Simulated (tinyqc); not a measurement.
# MOS structure on a p-type body with a surface-enhanced doping, non-linear Poisson equation by Newton steps: two studies

One dimension, insulator interface at x = 0, acceptor density Na + N0 exp(-x/Ls), net doping C = -(acceptor density). psi is counted from the intrinsic level: n = ni exp((psi - Vb)/Vt), p = ni exp(-psi/Vt); deep in the body psi_b = -Vt ln(Na/ni). The gate acts through Cox = eps0 eox/tox and has the potential psi_G = Vg - (phiM - chi - Vt ln(Nc/ni)). Boltzmann statistics, full ionisation, classical densities, no oxide or interface charge.

Parameters, values chosen for the exercise; band and dielectric values close to those of silicon:
- T = 350 K (temperature)
- Eg = 1.14 eV (band gap)
- eps_r = 11.8 (relative permittivity)
- Nc = 3.48e19 cm^-3 (conduction-band density of states at T)
- Nv = 3.4e19 cm^-3 (valence-band density of states at T)
- chi = 4.05 eV (electron affinity)
- Na = 6.7e16 cm^-3 (acceptor density deep in the body)
- eox = 9.27 (relative permittivity of the gate insulator (close to aluminium oxide))
- tox = 17 nm (insulator thickness)
- phiM = 4.21 eV (gate work function)
- Vb = 0.2 V (electron quasi-Fermi potential against the body)
- N0 = 5.1e17 cm^-3 (extra acceptor density at the surface)
- Ls = 48 nm (decay length)

Constants: q = 1.602176634e-19 C, kB = 1.380649e-23 J/K, Vt = kB T/q, eps0 = 8.8541878128e-14 F/cm where lengths are in cm. Results are converted to the units shown.

Each table varies one quantity; the others keep the values above.

## Charge and capacitance against gate voltage

ni = sqrt(Nc Nv) exp(-Eg/(2 Vt)), Eg in volts. The Poisson equation d/dx(eps0 eps_r dpsi/dx) = -q (p - n + C), with eps0 eps_r dpsi/dx = -Cox (psi_G - psi_0) at x = 0, is solved on a mesh of about 600 nodes or more. N_inv is the integral of n less its value deep in the body. C_LF = Cox (1 - dpsi_0/dVg) with all carriers following; C_HF is the same with the electron quasi-Fermi level shifting uniformly so that N_inv stays fixed. The centroid is that of the same excess.

Charge and capacitance against gate voltage:

| Vg (V) | psi_0 - psi_b (V) | N_inv (cm^-2) | C_LF/Cox | C_HF/Cox | centroid (nm) |
|---|---|---|---|---|---|
| 0.53 | 0.667 | 3.76e5 | 0.288 | 0.288 | 1.06 |
| 0.71 | 0.798 | 2.62e7 | 0.265 | 0.265 | 0.979 |
| 0.88 | 0.924 | 1.61e9 | 0.255 | 0.246 | 0.916 |
| 1.06 | 1.04 | 7.66e10 | 0.526 | 0.231 | 0.862 |
| 1.23 | 1.09 | 3.91e11 | 0.808 | 0.225 | 0.818 |
| 1.41 | 1.12 | 8.38e11 | 0.891 | 0.223 | 0.777 |
| 1.58 | 1.14 | 1.29e12 | 0.922 | 0.222 | 0.742 |
| 1.76 | 1.15 | 1.79e12 | 0.940 | 0.222 | 0.710 |
| 1.93 | 1.16 | 2.27e12 | 0.950 | 0.221 | 0.682 |

N_inv goes from 3.76e5 to 2.27e12 cm^-2 and passes 2e11 cm^-2 at Vg = 1.14 V. Below threshold it takes 94.9 mV a decade between Vg = 0.71 and 0.88 V, against Vt ln 10 = 69.4 mV. C_LF/Cox is lowest, 0.255, at Vg = 0.88 V among the rows listed and ends at 0.950, while C_HF/Cox ends at 0.221. Between the last two rows q dN_inv/dVg is 0.937 Cox. Where the classical centroid is under about 2 nm, confinement would move the charge away from the interface and raise the threshold. Above about 2e12 cm^-2 degeneracy matters too.

## Effect of the decay length on threshold, swing and body effect

VT is the Vg at which N_inv = 2e11 cm^-2. m = 1/(dpsi_0/dVg) at N_inv = 1e8 cm^-2; the swing is the Vg between N_inv = 1e8 and 1e9 cm^-2; body coefficient [VT(Vb + 0.05 V) - VT(Vb)]/0.05 V - 1.

Results:

| Ls (nm) | VT (V) | psi_0 - psi_b at VT (V) | m - 1 | swing (mV/decade) | body coefficient |
|---|---|---|---|---|---|
| 12 | 0.832 | 1.06 | 0.189 | 83.6 | 0.172 |
| 18 | 0.915 | 1.06 | 0.209 | 84.8 | 0.184 |
| 26 | 1.00 | 1.07 | 0.251 | 87.7 | 0.213 |
| 38 | 1.09 | 1.07 | 0.314 | 92.1 | 0.268 |
| 82 | 1.21 | 1.08 | 0.407 | 98.9 | 0.364 |
| 120 | 1.24 | 1.08 | 0.433 | 101 | 0.391 |

Estimate the missing row, Ls = 56 nm.

Computed row:

| Ls (nm) | VT (V) | psi_0 - psi_b at VT (V) | m - 1 | swing (mV/decade) | body coefficient |
|---|---|---|---|---|---|
| 56 | 1.16 | 1.07 | 0.369 | 96.1 | 0.324 |

With this row back in the table: As Ls goes from 12 to 120, VT rises from 0.832 to 1.24 V, the swing rises from 83.6 to 101 mV/decade and the body coefficient rises from 0.172 to 0.391. The swing stays within 1.2 % of m Vt ln 10, and the body coefficient within 0.046 of m - 1.

tinyqc, about 0.4 s, one thread, Intel Xeon 2.30GHz (shared host): `OMP_NUM_THREADS=1 python tinyqc.py 2080075 2080076 out.jsonl`
